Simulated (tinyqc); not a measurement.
Voltage drop against the pad pitch.

A grid of 13 by 13 nodes with segments Rx (rows) and Ry (columns); every node draws I1 and the central node kh I1; pads with resistance Rp sit at the nodes whose row and column are multiples of the pitch, counting from 0. The drops u = Vdd - V follow from G u = i, with G the conductance matrix and i the load currents, solved directly.

Parameters, values chosen for the exercise: supply voltage Vdd = 0.65 V; resistance of a horizontal segment Rx = 0.21 ohm; resistance of a vertical segment Ry = 0.17 ohm; resistance from a pad node to the supply Rp = 0.065 ohm; factor on the load at the hot node kh = 3; load current of a node in the large grid I1 = 0.26 mA.

Results:
```
pitch (nodes)	pads	worst drop (mV)	mean drop (mV)	largest drop at a pad (mV)	largest pad current (mA)	worst drop over Vdd (%)
1	169	0.03259	0.01710	0.03259	0.5013	0.005013
2	49	0.1203	0.08798	0.08548	1.315	0.01851
3	25	0.2654	0.2065	0.1634	2.514	0.04083
4	16	0.5185	0.3715	0.2353	3.620	0.07976
12	4	3.378	2.862	0.7225	11.12	0.5197
```

Estimate the missing row, pitch = 6 nodes.

Computed row:
```
pitch (nodes)	pads	worst drop (mV)	mean drop (mV)	largest drop at a pad (mV)	largest pad current (mA)	worst drop over Vdd (%)
6	9	0.9464	0.8070	0.4811	7.402	0.1456
```

With this row back in the table: The worst drop goes from 0.0326 to 3.38 mV while the number of pads falls from 169 to 4; between the last two rows it goes as pitch^(1.84). The largest drop at a pad is 100 % of the worst drop in the first row and 21.4 % in the last; the rest falls along the wires.

tinyqc, about 0.08 s, one thread, Intel Xeon 2.30GHz (shared host): `OMP_NUM_THREADS=1 python tinyqc.py 2770181 2770182 out.jsonl`
